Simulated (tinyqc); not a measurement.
Channel length: inversion-layer mobility, back-scattering and ballistic limit of a field-effect transistor. Computed by tinyqc, a small Python program. Command: `OMP_NUM_THREADS=1 python tinyqc.py 3029878 3029879 out.jsonl mos walk`. One thread of a shared host (Intel(R) Xeon(R) Processor @ 2.30GHz), about 0.01 s of CPU time with the checks.

The charge at the top of the source barrier is fixed by the gate; series resistance and short-channel effects are left out. F_j are Fermi integrals normalised to exp(eta) in the classical limit.

Inputs (values chosen for the exercise, modelled on a strained silicon n-channel): transport mass m = 0.19 m_0; valley degeneracy g_v = 2; weight w of the inversion charge = 0.5; permittivity eps = 11.7; phonon mobility at 1 MV/cm and 300 K, mu_ph = 610 cm^2/(V s); roughness mobility at 1 MV/cm, mu_sr = 2100 cm^2/(V s); Coulomb mobility at N_inv = 1e12/cm^2, mu_C = 1100 cm^2/(V s); electrical oxide thickness t_inv = 1.3 nm; depletion charge N_dep = 1.6e+11 1/cm^2; gate overdrive V_G - V_T = 0.67 V; drain voltage V_D = 1.2 V; exponent a of the critical length = 0.72; temperature T = 300 K.

Statistics at the top of the barrier: Fermi-Dirac.

Constants: eps_0 = 8.8541878128e-12 F/m; e = 1.602176634e-19 C; m_0 = 9.1093837015e-31 kg; k_B = 1.380649e-23 J/K; hbar = 1.054571817e-34 J s; k_B = 8.617333262e-05 eV/K.

Method:
- N_inv = 3.9 eps_0 (V_G - V_T)/(e t_inv); effective field E_eff = e (N_dep + w N_inv)/(eps eps_0).
- mu_phonon = mu_ph (E_eff/1 MV/cm)^(-0.3) (T/300 K)^(-1.75); mu_rough = mu_sr (E_eff/1 MV/cm)^(-2); mu_Coulomb = mu_C (N_inv/1e12 cm^-2) (T/300 K); Matthiessen's rule adds 1/mu.
- F_j(eta) = (1/Gamma(j + 1)) int_0^infinity x^j/(1 + exp(x - eta)) dx, F_0 = ln(1 + exp(eta)). Integrals over x = E/(k_B T) use 160 Gauss-Legendre points in u = sqrt(x) from 0 to sqrt(max(eta, 0) + 32).
- Ballistic channel: N_2D = g_v m k_B T/(pi hbar^2), U = e V_D/(k_B T); eta_F solves N_inv = (N_2D/2)[F_0(eta_F) + F_0(eta_F - U)]; v_T = sqrt(2 k_B T/(pi m)); I/W = e (N_2D/2) v_T [F_1/2(eta_F) - F_1/2(eta_F - U)]; injection velocity v_T F_1/2(eta_F)/F_0(eta_F).
- Mean free path lambda = (2 k_B T/e)(mu/v_T) F_0(eta_0)/F_-1/2(eta_0), with eta_0 from N_inv = N_2D F_0(eta_0); critical length l = L (1 + U)^(-a), an empirical rule; back-scattering r = l/(l + lambda). Then eta solves N_inv = (N_2D/2)[(1 + r) F_0(eta) + (1 - r) F_0(eta - U)] and I/W = e (N_2D/2) v_T (1 - r)[F_1/2(eta) - F_1/2(eta - U)].
- The last column is the long-channel law e N_inv mu V/L with V = V_D - V_D^2/(2 V_ov) below pinch-off and V_ov/2 above, V_ov = V_G - V_T.

inversion density N_inv = 1.11080e+13 1/cm^2

effective mobility mu = 491.789 cm^2/(V s)

ballistic current I/W = 4008.26 microampere/micrometre

Currents (microampere/micrometre):
```
L (nm)        r     I/W  ballistic ratio  long-channel law
5       0.00949  3917.4          0.97732             58641
10      0.01880  3830.3          0.95561             29320
20      0.03690  3667.0          0.91486             14660
40      0.07118  3377.7          0.84267              7330
80      0.13290  2914.3          0.72707              3665
160     0.23461  2281.6          0.56922              1833
400     0.43385  1373.7          0.34273               733
1000    0.65704   684.6          0.17081               293
```

What follows from these numbers?

The current scales as L^-0.76 at the long end and as L^-0.03 at the short end, where it reaches 98 % of the ballistic 4010. The long-channel law passes the ballistic limit between 40.0 and 80.0 nm and has no meaning below. At 1000 nm the model gives 2.34 times the long-channel law; the rule for l is a fit for short devices and fails wherever the model exceeds that law. Raising mu by 10 % at 20 nm raises I by 0.8 %.

Extremes, crossings and ranges named in words are read from the listed rows.
